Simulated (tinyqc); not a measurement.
Inside a calculation. Method: UHF in the sto-3g basis, for BeH, spin multiplicity 2. This run ends on a higher stationary point, not on the lowest solution. One step of it, computed by the program tinyqc.

Task: Iteration 2: building the Fock matrix. J_ij = sum D_kl (ij|kl) with D = D(alpha) + D(beta), K_ij = sum D_kl (ik|jl) for each spin; F = H + J - K(s); E = tr D H + tr D J / 2 - 0.5 sum_s tr D(s) K(s) + E_nn.

D(alpha) after iteration 1, order 1Be 1s, 1Be 2s, 1Be 2px, 1Be 2py, 1Be 2pz, 2H 1s:
```
[[1.060741, -0.237024, 0.000000, 0.000000, 0.095958, 0.017419],
 [-0.237024, 0.922238, 0.000000, 0.000000, -0.386303, -0.062502],
 [0.000000, 0.000000, 0.393630, -0.488554, 0.000000, 0.000000],
 [0.000000, 0.000000, -0.488554, 0.606370, 0.000000, 0.000000],
 [0.095958, -0.386303, 0.000000, 0.000000, 0.161824, 0.026176],
 [0.017419, -0.062502, 0.000000, 0.000000, 0.026176, 0.004238]]
```

D(beta) after iteration 1, order 1Be 1s, 1Be 2s, 1Be 2px, 1Be 2py, 1Be 2pz, 2H 1s:
```
[[1.053559, -0.206279, 0.000000, 0.000000, 0.112833, 0.013845],
 [-0.206279, 0.789060, 0.000000, 0.000000, -0.463583, -0.043355],
 [0.000000, 0.000000, 0.000000, 0.000000, 0.000000, 0.000000],
 [0.000000, 0.000000, 0.000000, 0.000000, 0.000000, 0.000000],
 [0.112833, -0.463583, 0.000000, 0.000000, 0.272431, 0.025451],
 [0.013845, -0.043355, 0.000000, 0.000000, 0.025451, 0.002388]]
```

core Hamiltonian H = T + V (hartree), order 1Be 1s, 1Be 2s, 1Be 2px, 1Be 2py, 1Be 2pz, 2H 1s:
```
[[-8.247547, -2.030986, 0.000000, 0.000000, -0.016704, -0.494648],
 [-2.030986, -2.461129, 0.000000, 0.000000, -0.142316, -1.115398],
 [0.000000, 0.000000, -1.956307, 0.000000, 0.000000, 0.000000],
 [0.000000, 0.000000, 0.000000, -1.956307, 0.000000, 0.000000],
 [-0.016704, -0.142316, 0.000000, 0.000000, -2.067104, -1.175393],
 [-0.494648, -1.115398, 0.000000, 0.000000, -1.175393, -1.978533]]
```

Two-electron integrals (ij|kl) in chemists' order, unique and non-zero (hartree):
```
(11|11) 2.298831   (21|11) 0.392036   (21|21) 0.079539   (22|11) 0.570988
(22|21) 0.143041   (22|22) 0.417683   (31|31) 0.014607   (32|31) 0.021888
(32|32) 0.092265   (33|11) 0.569578   (33|21) 0.143083   (33|22) 0.417589
(33|33) 0.449859   (41|41) 0.014607   (42|41) 0.021888   (42|42) 0.092265
(43|43) 0.024249   (44|11) 0.569578   (44|21) 0.143083   (44|22) 0.417589
(44|33) 0.401360   (44|44) 0.449859   (51|51) 0.014607   (52|51) 0.021888
(52|52) 0.092265   (53|53) 0.024249   (54|54) 0.024249   (55|11) 0.569578
(55|21) 0.143083   (55|22) 0.417589   (55|33) 0.401360   (55|44) 0.401360
(55|55) 0.449859   (61|11) 0.092770   (61|21) 0.018809   (61|22) 0.034086
(61|33) 0.033839   (61|44) 0.033839   (61|51) 0.001680   (61|52) 0.003150
(61|55) 0.034598   (61|61) 0.004669   (62|11) 0.212071   (62|21) 0.053834
(62|22) 0.169631   (62|33) 0.163358   (62|44) 0.163358   (62|51) 0.007073
(62|52) 0.042227   (62|55) 0.182025   (62|61) 0.014075   (62|62) 0.100046
(63|31) 0.005108   (63|32) 0.023481   (63|53) 0.007441   (63|63) 0.009580
(64|41) 0.005108   (64|42) 0.023481   (64|54) 0.007441   (64|64) 0.009580
(65|11) 0.222960   (65|21) 0.057319   (65|22) 0.189505   (65|33) 0.178280
(65|44) 0.178280   (65|51) 0.011555   (65|52) 0.065939   (65|55) 0.211761
(65|61) 0.015714   (65|62) 0.127495   (65|65) 0.168392   (66|11) 0.377532
(66|21) 0.097606   (66|22) 0.343501   (66|33) 0.318535   (66|44) 0.318535
(66|51) 0.015536   (66|52) 0.117930   (66|55) 0.393164   (66|61) 0.026282
(66|62) 0.253979   (66|65) 0.344538   (66|66) 0.774606
```

nuclear repulsion = 1.52171736 hartree

Give: Coulomb J; exchange K(alpha); exchange K(beta); F(alpha); F(beta); total energy of this density.

Result:

Coulomb J (hartree), order 1Be 1s, 1Be 2s, 1Be 2px, 1Be 2py, 1Be 2pz, 2H 1s:
```
[[6.2933, 1.2047, 0.0000, 0.0000, -0.0312, 0.2811],
 [1.2047, 2.3822, 0.0000, 0.0000, -0.1488, 0.8591],
 [0.0000, 0.0000, 2.3748, -0.0237, 0.0000, 0.0000],
 [0.0000, 0.0000, -0.0237, 2.3851, 0.0000, 0.0000],
 [-0.0312, -0.1488, 0.0000, 0.0000, 2.3768, 0.9015],
 [0.2811, 0.8591, 0.0000, 0.0000, 0.9015, 1.5834]]
```

exchange K(alpha) (hartree), order 1Be 1s, 1Be 2s, 1Be 2px, 1Be 2py, 1Be 2pz, 2H 1s:
```
[[2.3439, 0.4179, 0.0000, 0.0000, -0.0063, 0.0976],
 [0.4179, 0.4923, 0.0000, 0.0000, -0.1875, 0.0877],
 [0.0000, 0.0000, 0.2836, -0.2079, 0.0000, 0.0000],
 [0.0000, 0.0000, -0.2079, 0.3741, 0.0000, 0.0000],
 [-0.0063, -0.1875, 0.0000, 0.0000, 0.1912, -0.0100],
 [0.0976, 0.0877, 0.0000, 0.0000, -0.0100, 0.0224]]
```

exchange K(beta) (hartree), order 1Be 1s, 1Be 2s, 1Be 2px, 1Be 2py, 1Be 2pz, 2H 1s:
```
[[2.3280, 0.3974, 0.0000, 0.0000, -0.0089, 0.0925],
 [0.3974, 0.3687, 0.0000, 0.0000, -0.2203, 0.0421],
 [0.0000, 0.0000, 0.0843, 0.0000, 0.0000, 0.0000],
 [0.0000, 0.0000, 0.0000, 0.0843, 0.0000, 0.0000],
 [-0.0089, -0.2203, 0.0000, 0.0000, 0.2075, -0.0142],
 [0.0925, 0.0421, 0.0000, 0.0000, -0.0142, 0.0074]]
```

F(alpha) (hartree), order 1Be 1s, 1Be 2s, 1Be 2px, 1Be 2py, 1Be 2pz, 2H 1s:
```
[[-4.2982, -1.2441, 0.0000, 0.0000, -0.0416, -0.3111],
 [-1.2441, -0.5712, 0.0000, 0.0000, -0.1037, -0.3440],
 [0.0000, 0.0000, 0.1349, 0.1842, 0.0000, 0.0000],
 [0.0000, 0.0000, 0.1842, 0.0547, 0.0000, 0.0000],
 [-0.0416, -0.1037, 0.0000, 0.0000, 0.1185, -0.2639],
 [-0.3111, -0.3440, 0.0000, 0.0000, -0.2639, -0.4175]]
```

F(beta) (hartree), order 1Be 1s, 1Be 2s, 1Be 2px, 1Be 2py, 1Be 2pz, 2H 1s:
```
[[-4.2822, -1.2236, 0.0000, 0.0000, -0.0390, -0.3061],
 [-1.2236, -0.4476, 0.0000, 0.0000, -0.0709, -0.2984],
 [0.0000, 0.0000, 0.3342, -0.0237, 0.0000, 0.0000],
 [0.0000, 0.0000, -0.0237, 0.3445, 0.0000, 0.0000],
 [-0.0390, -0.0709, 0.0000, 0.0000, 0.1022, -0.2597],
 [-0.3061, -0.2984, 0.0000, 0.0000, -0.2597, -0.4025]]
```

total energy of this density = -14.053886 hartree
